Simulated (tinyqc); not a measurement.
Worked calculation: bound state in one dimension: Numerov shooting, finite differences, DVR. Computed by tinyqc, a small Python program that keeps every step. Settings: points = 48. Command: `OMP_NUM_THREADS=1 python tinyqc.py 21109 21110 out.jsonl` (the two numbers bound the seeds that draw the settings). One thread of a shared host (Intel(R) Xeon(R) Processor @ 2.60GHz), about 0.01 s of CPU time with the checks.

## Numerov steps at E = 0.1

One particle of mass 1 in V = 3.22 (x^2 - 2.2^2)^2 / 2.2^4 (atomic units), psi = 0 at both ends:
```
parameter                 value
left end              -3.400000
right end              3.400000
intervals                    48
h                      0.141667
state sought (nodes)          1
```

k_i = 2 m (E - V_i); (1 + h^2 k_(i+1)/12) y_(i+1) = 2 (1 - 5 h^2 k_i/12) y_i - (1 + h^2 k_(i-1)/12) y_(i-1), from y_0 = 0, y_1 = 0.001.

Points along the way:
```
i           x         V           k         y
0   -3.400000  6.207314  -12.214627  0.000000
1   -3.258333  4.587015   -8.974031  0.001000
2   -3.116667  3.264878   -6.329755  0.002173
3   -2.975000  2.211003   -4.222005  0.003617
4   -2.833333  1.396823   -2.593645  0.005362
5   -2.691667  0.795098   -1.390195  0.007383
16  -1.133333  1.737721   -3.275442  0.041482
17  -0.991667  2.044437   -3.888874  0.050920
18  -0.850000  2.330410   -4.460820  0.064378
19  -0.708333  2.587004   -4.974008  0.083665
20  -0.566667  2.806910   -5.413820  0.111402
21  -0.425000  2.984149   -5.768298  0.151381
```

## Bisection on the node count

With more sign changes than the state has nodes (the last point included) the energy is too high, else too low; the bracket starts as 0.1 to 12.

Trials:
```
trial           E  sign changes  y at the right end   next
1      6.05000000             6            3.71e-03  lower
2      3.07500000             3           -2.71e-03  lower
3      1.58750000             2            3.89e-01  lower
4      0.84375000             0            1.37e+00  raise
5      1.21562500             2            4.95e-02  lower
6      1.02968750             0            9.23e-02  raise
7      1.12265625             1           -1.54e-04  raise
8      1.16914063             2            1.36e-02  lower
9      1.14589844             2            3.24e-03  lower
10     1.13427734             2            5.75e-04  lower
11     1.12846680             1           -4.44e-05  raise
12     1.13137207             2            2.03e-04  lower
13     1.12991943             2            6.37e-05  lower
14     1.12919312             2            5.70e-06  lower
...           ...           ...                 ...    ...
29     1.12911596             1           -7.25e-10  raise
30     1.12911597             2            8.68e-11  lower
31     1.12911596             1           -3.19e-10  raise
```

eigenvalue = 1.12911596 hartree

## The same grid by other methods

Three-point finite differences and the sine-DVR kinetic matrix of Colbert and Miller on the same points.

Lowest levels (hartree):
```
state  finite differences       DVR
0                1.117053  1.119648
1                1.126560  1.129134
2                2.886377  2.893143
3                3.210259  3.223761
```
